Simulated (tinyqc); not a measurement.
Special k points of the fcc lattice, step by step. Values are carried at full precision from step to step, so a last printed digit may differ when a step is redone from the rounded ones.

Lattice vectors in units of a: a1 = (0, 1/2, 1/2), a2 = (1/2, 0, 1/2), a3 = (1/2, 1/2, 0); reciprocal vectors b_i with a_i . b_j = 2 pi delta_ij. Mesh: k = sum_i f_i b_i with f_i = (2 j_i + shift)/(2 N), j_i = 0 .. N-1. The point group of the lattice has 48 operations; only those that map the mesh onto itself are used.

Inputs chosen for the exercise: N = 6 (points along each reciprocal vector); shift = 1 (half steps); D = 1.17 eV (half gap term); t = 0.24 eV (coupling); e0 = 1.71 eV (offset).

## Irreducible points and weights

Join points that an operation carries into one another (modulo reciprocal vectors); list each class by its first point in the order of (j1, j2, ...).

Irreducible points:
```
f1            f2       f3  weight
0.08333  0.08333  0.08333       2
0.08333  0.08333  0.25000       6
0.08333  0.08333  0.41667       6
0.08333  0.08333  0.58333       6
0.08333  0.08333  0.75000       6
0.08333  0.08333  0.91667       6
0.08333  0.25000  0.25000       6
0.08333  0.25000  0.41667      12
0.08333  0.25000  0.58333      12
0.08333  0.25000  0.75000      12
0.08333  0.25000  0.91667      12
0.08333  0.41667  0.41667       6
0.08333  0.41667  0.58333      12
0.08333  0.41667  0.75000      12
0.08333  0.41667  0.91667      12
0.08333  0.58333  0.58333       6
0.08333  0.58333  0.75000      12
0.08333  0.75000  0.75000       6
0.25000  0.25000  0.25000       2
0.25000  0.25000  0.41667       6
0.25000  0.25000  0.58333       6
0.25000  0.25000  0.75000       6
0.25000  0.41667  0.41667       6
0.25000  0.41667  0.58333      12
0.25000  0.41667  0.75000      12
0.25000  0.58333  0.58333       6
0.41667  0.41667  0.41667       2
0.41667  0.41667  0.58333       6
```

operations that keep the mesh = 12
irreducible points = 28

The weights add up to 216 = N^3; symmetry saves a factor 7.7. The shift breaks the symmetry of the lattice: only 12 of 48 operations keep the mesh.

## Which stars the mesh integrates

A_m(k) = sum over the m-th star of lattice vectors R of cos(k . R), stars in order of length: m = 1: |R|^2 = 0.5, 12 vectors, such as (1, 0, 0) in the basis a_i; m = 2: |R|^2 = 1, 6 vectors, such as (1, 1, -1) in the basis a_i; m = 3: |R|^2 = 1.5, 24 vectors, such as (2, 0, -1) in the basis a_i; m = 4: |R|^2 = 2, 12 vectors, such as (2, 0, 0) in the basis a_i; m = 5: |R|^2 = 2.5, 24 vectors, such as (2, 1, -1) in the basis a_i; m = 6: |R|^2 = 3, 8 vectors, such as (3, -1, -1) in the basis a_i. The zone mean of every A_m is zero.

Lattice vectors in units of a: a1 = (0, 1/2, 1/2), a2 = (1/2, 0, 1/2), a3 = (1/2, 1/2, 0); f are fractions of the reciprocal vectors. Evaluate the first six A_m at each irreducible point (k . R = 2 pi sum f_i n_i) and form the weighted means.

A_m at the points:
```
       m=1     m=2     m=3     m=4      m=5     m=6
1   11.196   5.196  19.392   9.000   16.392   5.196
2    7.464   1.732   3.464   0.000   -5.464   0.000
3    1.732  -3.464  -2.536   3.000   -6.928   0.000
4   -0.268  -5.196   0.464   9.000    1.464  -5.196
5    3.464  -1.732  -3.464   0.000   -9.464   0.000
6    9.196   3.464   9.464   3.000    4.000   0.000
7    5.732   1.732  -3.000  -3.000    1.464  -5.196
8    1.000   0.000  -6.000  -3.000    4.000   0.000
9   -2.000  -1.732   3.464   0.000    4.000   0.000
10  -0.268  -1.732  -0.464  -3.000    1.464   5.196
11   4.464   0.000  -3.464  -3.000   -5.464   0.000
12  -1.732   3.464  -9.464   3.000    6.928   0.000
13  -3.732   3.464   0.000   3.000   -5.464   0.000
14  -3.000   0.000   6.000  -3.000    0.000   0.000
15  -0.268  -3.464   0.000   3.000    1.464   0.000
16  -3.732   5.196  -6.464   9.000   -5.464   5.196
17  -2.000   1.732  -3.464   0.000    4.000   0.000
18   1.732   1.732  -9.928  -3.000    9.464  -5.196
19   6.000   0.000   0.000   0.000  -12.000   0.000
20   2.268  -1.732  -3.000  -3.000   -5.464   5.196
21  -1.732  -1.732   3.928  -3.000    2.536   5.196
22  -2.000   0.000   0.000   0.000    4.000   0.000
23   0.536  -1.732  -3.464   0.000    1.464   0.000
24  -2.464   0.000   3.464  -3.000    1.464   0.000
25  -3.732   1.732   6.464  -3.000   -5.464  -5.196
26  -3.464   1.732   3.464   0.000   -2.536   0.000
27   0.804  -5.196  -1.392   9.000   -4.392  -5.196
28  -1.196  -3.464   2.536   3.000    4.000   0.000
```

weighted means: m=1 0.000, m=2 0.000, m=3 0.000, m=4 0.000, m=5 0.000, m=6 0.000

All six means vanish: the mesh is exact for functions whose Fourier series ends within these stars.

## A zone average from the irreducible points

Test function, the lower band of a two-band insulator: E(k) = -sqrt(D^2 + (e0 - t A_1(k))^2).

Lattice vectors in units of a: a1 = (0, 1/2, 1/2), a2 = (1/2, 0, 1/2), a3 = (1/2, 1/2, 0). Evaluate E at each point and take the weighted mean; the reference uses the unshifted mesh with N = 24.

E at the points (eV): -1.5243  -1.1728  -1.7447  -2.1253  -1.4632  -1.2712  -1.2168  -1.8788  -2.4829  -2.1253  -1.3329  -2.4264  -2.8563  -2.6970  -2.1253  -2.8563  -2.4829  -1.7447  -1.2007  -1.6516  -2.4264  -2.4829  -1.9671  -2.5817  -2.8563  -2.7978  -1.9158  -2.3146

weighted mean = -2.1680 eV
reference mean = -2.1680 eV

The error is 0.00 meV with 28 points.

## Checks

- Weighted mean over irreducible points against the plain mean over the whole mesh (eV): both -2.168007.
- Reference mean against a mesh of N = 30 (eV): both -2.1680.

Run: tinyqc, `OMP_NUM_THREADS=1 python tinyqc.py 1650894 1650895 out.jsonl`; Intel(R) Xeon(R) Processor @ 2.30GHz, one thread, shared host; about 0.1 s of CPU time with all checks.
